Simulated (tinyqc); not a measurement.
Pariser-Parr-Pople SCF with singles CI, for the molecule c1ccc2[nH]ccc2c1 (SMILES; centres numbered as the heavy atoms are written), step by step. One step of it, computed by the program tinyqc.

Task: PPP integrals. Ohno: gamma = 14.399645/sqrt(R^2 + a^2), a = 2 x 14.399645/(gamma_rr + gamma_ss); H_rr = -W_r - sum_(s != r) z_s gamma_rs; H_rs = beta for bonds.

Centres (angstrom, eV; a flat drawing with bonds scaled to 1.40 angstrom):
```
centre          x          y  core charge z          W   gamma_rr
1C       2.152000  -0.700000              1  11.160000  11.130000
2C       2.152000   0.700000              1  11.160000  11.130000
3C       0.939000   1.400000              1  11.160000  11.130000
4C      -0.273000   0.700000              1  11.160000  11.130000
5N      -1.605000   1.133000              2  25.600000  16.800000
6C      -2.427000   0.000000              1  11.160000  11.130000
7C      -1.605000  -1.133000              1  11.160000  11.130000
8C      -0.273000  -0.700000              1  11.160000  11.130000
9C       0.939000  -1.400000              1  11.160000  11.130000
```

Resonance integrals (eV):
```
i  j       beta
1  2  -2.330000
2  3  -2.330000
3  4  -2.330000
4  5  -2.190000
5  6  -2.190000
6  7  -2.330000
7  8  -2.330000
8  9  -2.330000
9  1  -2.330000
8  4  -2.330000
```

Give: repulsion gamma_rs; core matrix H.

Result:

repulsion gamma_rs (eV):
```
        1C      2C      3C      4C      5N      6C      7C      8C
1C  11.130   7.554   5.239   4.668   3.344   2.994   3.603   5.239
2C   7.554  11.130   7.552   5.239   3.673   2.994   3.291   4.668
3C   5.239   7.552  11.130   7.555   5.221   3.722   3.773   5.240
4C   4.668   5.239   7.555  11.130   8.279   5.521   5.519   7.554
5N   3.344   3.673   5.221   8.279  16.800   8.283   5.784   5.784
6C   2.994   2.994   3.722   5.521   8.283  11.130   7.555   5.521
7C   3.603   3.291   3.773   5.519   5.784   7.555  11.130   7.552
8C   5.239   4.668   5.240   7.554   5.784   5.521   7.552  11.130
9C   7.552   5.239   4.668   5.240   3.855   3.722   5.023   7.555

        9C
1C   7.552
2C   5.239
3C   4.668
4C   5.240
5N   3.855
6C   3.722
7C   5.023
8C   7.555
9C  11.130
```

core matrix H (eV):
```
         1C       2C       3C       4C       5N       6C       7C       8C
1C  -54.698   -2.330    0.000    0.000    0.000    0.000    0.000    0.000
2C   -2.330  -55.044   -2.330    0.000    0.000    0.000    0.000    0.000
3C    0.000   -2.330  -59.352   -2.330    0.000    0.000    0.000    0.000
4C    0.000    0.000   -2.330  -69.014   -2.190    0.000    0.000   -2.330
5N    0.000    0.000    0.000   -2.190  -69.824   -2.190    0.000    0.000
6C    0.000    0.000    0.000    0.000   -2.190  -59.754   -2.330    0.000
7C    0.000    0.000    0.000    0.000    0.000   -2.330  -59.043   -2.330
8C    0.000    0.000    0.000   -2.330    0.000    0.000   -2.330  -66.057
9C   -2.330    0.000    0.000    0.000    0.000    0.000    0.000   -2.330

         9C
1C   -2.330
2C    0.000
3C    0.000
4C    0.000
5N    0.000
6C    0.000
7C    0.000
8C   -2.330
9C  -57.870
```
